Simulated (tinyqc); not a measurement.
## Ionisation energy and compensation from two carrier densities

Inverse problem. In a uniform sample p (p + Nk)/(A - Nk - p) = (NB(T)/gd) exp(-E/(kB T)), with NB(T) = NB (T/300 K)^1.5 and Nk the compensating density. Find Nk, E and A.

Values chosen for this exercise: valence-band density of states at the reference temperature NB = 2.65e19 cm^-3; degeneracy factor of the level gd = 4.

Constants: q = 1.602176634e-19 C, kB = 1.380649e-23 J/K. Results are converted to the units shown.

T (K): 180  300
p (cm^-3): 4.7180499e16  5.8091167e16
net doping A - Nk = 6.12e16 cm^-3

Answer. For a trial Nk each temperature gives its own E; between 1e10 and 1e20 cm^-3 the two agree for one Nk only.

Nk = 6.800e15 cm^-3
E = 0.04390 eV
A = 6.800e16 cm^-3

Program tinyqc, `OMP_NUM_THREADS=1 python tinyqc.py 2110021 2110022 out.jsonl`; Intel Xeon 2.30GHz, shared host, one thread, about 0.01 s.
